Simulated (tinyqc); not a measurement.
Inside a calculation. Method: LDA (PW92) atom on a uniform radial grid, spin-unpolarised, for C. Computed by tinyqc, a small Python program that keeps every step. Settings: Z = 6, points = 128, R = 13.4, functional = lda,pw, mixing = 1.0, iteration cap = 50. Command: `OMP_NUM_THREADS=1 python tinyqc.py 20155 20156 out.jsonl` (the two numbers bound the seeds that draw the settings). One thread of a shared host (Intel(R) Xeon(R) Processor @ 2.60GHz), about 0.4 s of CPU time with the checks. Later iterations appear only in the table of the cycle.

## Iteration 1

Spherical atom on a uniform radial grid r_j = j h with h = R/(N + 1), h sum u^2 = 1 and integrals as h times sums, u(0) = u(R) = 0 (atomic units):
```
parameter            value
Z                        6
points N               128
R                13.400000
h                 0.103876
mixing            1.000000
electrons in 1s          2
electrons in 2s          2
electrons in 2p          2
```

Three-point differences turn -u''/2 + [l(l+1)/2r^2 - Z/r + V] u = e u into a tridiagonal matrix (diagonal 1/h^2 + potential, off-diagonal -1/2h^2). D = sum f u^2; the Hartree potential y/r solves y'' = -D/r with y(0) = 0, y(R) = N_e; v_xc comes from rho = D/(4 pi r^2); E = sum f e - int D V + int D (V_H/2 + eps_xc); V(new) = V + mixing (V_H + v_xc - V).

eigenvalues (hartree): 1s -16.526466, 2s -4.395752, 2p -4.538606

Every 8th grid point:
```
r              V in     u(1s)      u(2s)     u(2p)         D       V_H       v_xc
0.831008   0.000000  0.202769  -1.048078  1.023669  4.374960  6.512117  -0.857373
1.662016   0.000000  0.003654  -0.490698  0.330634  0.700234  3.596306  -0.316768
2.493023   0.000000  0.000049  -0.103271  0.060648  0.028686  2.406518  -0.095146
3.324031   0.000000  5.93e-07  -0.016416  0.008824  0.000695  1.805035  -0.026116
4.155039   0.000000  6.68e-09  -0.002256  0.001131  0.000013  1.444030  -0.006575
4.986047   0.000000  7.23e-11  -0.000283  0.000134  1.96e-07  1.203358  -0.001541
5.817054   0.000000         0  -0.000033  0.000015  2.69e-09  1.031450  -0.000344
6.648062   0.000000         0  -3.79e-06  1.61e-06  3.39e-11  0.902519  -0.000074
7.479070   0.000000         0  -4.15e-07  1.67e-07         0  0.802239   0.000000
8.310078   0.000000         0  -4.42e-08  1.70e-08         0  0.722015   0.000000
9.141085   0.000000         0  -4.61e-09  1.70e-09         0  0.656377   0.000000
9.972093   0.000000         0  -4.73e-10  1.66e-10         0  0.601679   0.000000
10.803101  0.000000         0  -4.78e-11  1.61e-11         0  0.555396   0.000000
11.634109  0.000000         0          0         0         0  0.515725   0.000000
12.465116  0.000000         0          0         0         0  0.481343   0.000000
13.296124  0.000000         0          0         0         0  0.451259   0.000000
```

total energy = -31.07810584 hartree

## Iteration 2

As before.

eigenvalues (hartree): 1s -6.357403, 2s -0.022252, 2p 0.052275

Every 8th grid point:
```
r              V in     u(1s)      u(2s)     u(2p)         D       V_H       v_xc
0.831008   5.654744  0.342719  -0.274864  0.053266  0.391688  3.511469  -0.405136
1.662016   3.279539  0.020606  -0.506668  0.102847  0.535428  2.233923  -0.291958
2.493023   2.311372  0.001121  -0.503191  0.149361  0.551022  1.721784  -0.230436
3.324031   1.778919  0.000059  -0.439610  0.198155  0.465046  1.419294  -0.184180
4.155039   1.437455  3.13e-06  -0.370776  0.249916  0.399866  1.214027  -0.154006
4.986047   1.201817  1.65e-07  -0.309262  0.301221  0.372754  1.063604  -0.135235
5.817054   1.031106  8.65e-09  -0.256457  0.346870  0.372178  0.947183  -0.123285
6.648062   0.902444  4.54e-10  -0.211401  0.381534  0.380516  0.853187  -0.114596
7.479070   0.802239  2.39e-11  -0.172830  0.400637  0.380760  0.774793  -0.106839
8.310078   0.722015         0  -0.139581  0.400825  0.360287  0.707855  -0.098689
9.141085   0.656377         0  -0.110633  0.380226  0.313622  0.649822  -0.089452
9.972093   0.601679         0  -0.085093  0.338596  0.243777  0.599090  -0.078770
10.803101  0.555396         0  -0.062176  0.277353  0.161581  0.554599  -0.066403
11.634109  0.515725         0  -0.041174  0.199480  0.082975  0.515567  -0.052014
12.465116  0.481343         0  -0.021440  0.109328  0.024825  0.481332  -0.034673
13.296124  0.451259         0  -0.002367  0.012311  0.000314  0.451259  -0.008671
```

total energy = -32.31153928 hartree

## Iteration 3

As before.

eigenvalues (hartree): 1s -10.821527, 2s -1.587765, 2p -1.416875

Every 8th grid point:
```
r              V in     u(1s)      u(2s)     u(2p)         D       V_H       v_xc
0.831008   3.106333  0.272234  -0.817250  0.905718  3.124669  5.908253  -0.771394
1.662016   1.941965  0.009011  -0.695778  0.587210  1.658008  3.530616  -0.412235
2.493023   1.491349  0.000240  -0.277401  0.232457  0.261976  2.402379  -0.184262
3.324031   1.235114  0.000006  -0.086860  0.075887  0.026607  1.804815  -0.078351
4.155039   1.060020  1.38e-07  -0.024277  0.022497  0.002191  1.444019  -0.032335
4.986047   0.928369  3.16e-09  -0.006376  0.006317  0.000161  1.203358  -0.012980
5.817054   0.823897  7.15e-11  -0.001614  0.001717  0.000011  1.031450  -0.005090
6.648062   0.738591         0  -0.000399  0.000457  7.36e-07  0.902519  -0.001962
7.479070   0.667953         0  -0.000097  0.000120  4.77e-08  0.802239  -0.000748
8.310078   0.609166         0  -0.000023  0.000031  3.05e-09  0.722015  -0.000283
9.141085   0.560370         0  -0.000006  0.000008  1.92e-10  0.656377  -0.000107
9.972093   0.520320         0  -1.32e-06  2.07e-06  1.21e-11  0.601679  -0.000040
10.803101  0.488196         0  -3.12e-07  5.27e-07         0  0.555396   0.000000
11.634109  0.463553         0  -7.27e-08  1.33e-07         0  0.515725   0.000000
12.465116  0.446659         0  -1.63e-08  3.20e-08         0  0.481343   0.000000
13.296124  0.442588         0  -1.20e-09  2.45e-09         0  0.451259   0.000000
```

total energy = -33.92331946 hartree

## Convergence

Stop when input and output potentials agree to 1e-7.

Course of the cycle (hartree):
```
iteration             E       e(1s)      e(2s)      e(2p)  largest |V(out) - V(in)|
1          -31.07810584  -16.526466  -4.395752  -4.538606                  1.26e+01
2          -32.31153928   -6.357403  -0.022252   0.052275                  5.43e+00
3          -33.92331946  -10.821527  -1.587765  -1.416875                  3.56e+00
4          -33.83010648   -7.712366  -0.178912   0.022836                  2.48e+00
5          -34.24130079   -9.887144  -1.040390  -0.829799                  2.11e+00
6          -34.24518494   -8.017108  -0.244348  -0.017346                  1.65e+00
7          -34.38419243   -9.464069  -0.792020  -0.565296                  1.42e+00
8          -34.39901118   -8.207132  -0.294291  -0.057426                  1.17e+00
9          -34.45658646   -9.232503  -0.673950  -0.439194                  1.01e+00
10         -34.46838542   -8.340775  -0.332795  -0.091402                  8.50e-01
11         -34.49491099   -9.086303  -0.606525  -0.367468                  7.38e-01
...                 ...         ...        ...        ...                       ...
40         -34.54217853   -8.716667  -0.457359  -0.212105                  1.07e-02
41         -34.54218130   -8.726095  -0.460817  -0.215613                  9.29e-03
42         -34.54218334   -8.717935  -0.457823  -0.212575                  8.04e-03
43         -34.54218489   -8.724996  -0.460413  -0.215203                  6.96e-03
44         -34.54218604   -8.718885  -0.458171  -0.212928                  6.02e-03
45         -34.54218691   -8.724172  -0.460110  -0.214896                  5.21e-03
46         -34.54218755   -8.719596  -0.458431  -0.213192                  4.51e-03
47         -34.54218804   -8.723556  -0.459884  -0.214666                  3.90e-03
48         -34.54218840   -8.720129  -0.458627  -0.213390                  3.38e-03
49         -34.54218867   -8.723094  -0.459715  -0.214494                  2.92e-03
50         -34.54218888   -8.720528  -0.458773  -0.213538                  2.53e-03
```

Not converged within 50 iterations: the residual falls steadily but slowly, by a factor of about 0.87 a step. Reruns (cap 100 unless said): mixing 0.3: converged in 47; mixing 0.6: converged in 19; the original settings with a cap of 400: converged in 121. Even converged, this uniform grid resolves the cusp poorly and misses the energy of the atom.
